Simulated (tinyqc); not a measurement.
Length of a molecular wire: coherent transport through a tight-binding bridge. Computed by the program tinyqc. 

A uniform bridge between two chains:
```
parameter                       value
site energy (eV)             0.610000
hopping in the bridge (eV)   1.300000
lead hopping (eV)            1.670000
couplings (eV)              0.98, 0.3
E (eV)                       0.280000
```

T = Gamma_L Gamma_R |G_1n|^2 with the self-energies of semi-infinite chains.

Transmission against length:
```
sites           T     ln T
2      8.0430e-02  -2.5204
3      1.4933e-01  -1.9016
4      1.0258e-01  -2.2771
5      1.0440e-01  -2.2595
6      1.4587e-01  -1.9251
7      8.1332e-02  -2.5092
8      2.2277e-01  -1.5016
9      7.0627e-02  -2.6503
10     3.0784e-01  -1.1782
```

E lies inside the band of the bridge (|E - e|/2h = 0.127 < 1): T does not decay but oscillates with length, between 0.071 and 0.308 here, as levels of the bridge pass E.
